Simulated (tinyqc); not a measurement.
Forward curve with series resistance: current of a Schottky diode by thermionic-emission-diffusion theory, and its read-back from I-V-T and C-V data. Computed by tinyqc, a small Python program. Command: `OMP_NUM_THREADS=1 python tinyqc.py 3007802 3007803 out.jsonl schottky walk`. One thread of a shared host (Intel(R) Xeon(R) Processor @ 2.30GHz), about 0.01 s of CPU time with the checks.

Full ionisation, no tunnelling, no recombination current. V is the voltage across the junction itself, forward positive.

Inputs (values chosen for the exercise, modelled on n-type Ga2O3):

| quantity | value | unit |
|---|---|---|
| Richardson constant A* | 34 | A/(cm^2 K^2) |
| effective density of states at 300 K, N_c | 3.9e+18 | 1/cm^3 |
| permittivity eps | 10.2 | - |
| mobility mu | 130 | cm^2/(V s) |
| barrier without image force phi_0 (mean) | 1.05 | eV |
| doping N | 8.1e+15 | 1/cm^3 |
| series resistance R_s | 0.68 | milliohm cm^2 |
| junction voltage V | 0.3 | V |
| temperature T | 200 | K |
| standard deviation sigma | 90 | meV |
| relative change of sigma^2 with bias, rho | 0.62 | 1/V |

Barrier: Gaussian spread of heights.

Constants: k_B = 8.617333262e-05 eV/K; e = 1.602176634e-19 C; eps_0 = 8.8541878128e-12 F/m.

Method:
- N_c(T) = N_c (T/300 K)^(3/2); V_bi = phi_0 - (k_B T/e) ln(N_c(T)/N); surface field F = sqrt(2 e N (V_bi - V - k_B T/e)/(eps eps_0)); image lowering d_phi = sqrt(e F/(4 pi eps eps_0)); effective barrier phi = phi_0 - d_phi - sigma^2 (1 - rho V)/(2 k_B T).
- Collection velocity v_R = A* T^2/(e N_c(T)); diffusion velocity v_D = mu F; J = e N_c(T) v_R/(1 + v_R/v_D) exp(-phi/k_B T) [exp(e V/k_B T) - 1].
- Terminal voltage V + J R_s; apparent ideality from neighbouring rows, (e/k_B T) dV_terminal/d ln J.

built-in voltage V_bi = 0.954026 V

Forward curve; the last column belongs to the interval up to the next row:

| V (V) | J (A/cm^2) | terminal voltage (V) | apparent n |
|---|---|---|---|
| 0.230 | 9.0624e-10 | 0.2300 | 1.191 |
| 0.319 | 6.9194e-08 | 0.3190 | 1.194 |
| 0.409 | 5.4837e-06 | 0.4090 | 1.199 |
| 0.498 | 4.0758e-04 | 0.4980 | 1.205 |
| 0.587 | 2.9617e-02 | 0.5870 | 1.235 |
| 0.677 | 2.1767e+00 | 0.6785 | 2.559 |
| 0.766 | 1.4252e+02 | 0.8629 | 77.164 |
| 0.855 | 7.8522e+03 | 6.1945 | - |

What does the comparison show, and why?

The resistance takes over where J R_s exceeds k_B T/e, at J = 25.3 A/cm^2; the apparent ideality climbs from 1.19 to 77.2, so barrier and n must be read below that current. Rows where the resistance drops more than 1 V are formal, since self-heating is left out. Caution: the current comes from the far low tail of the Gaussian, where pinch-off of small patches makes the formula unreliable.
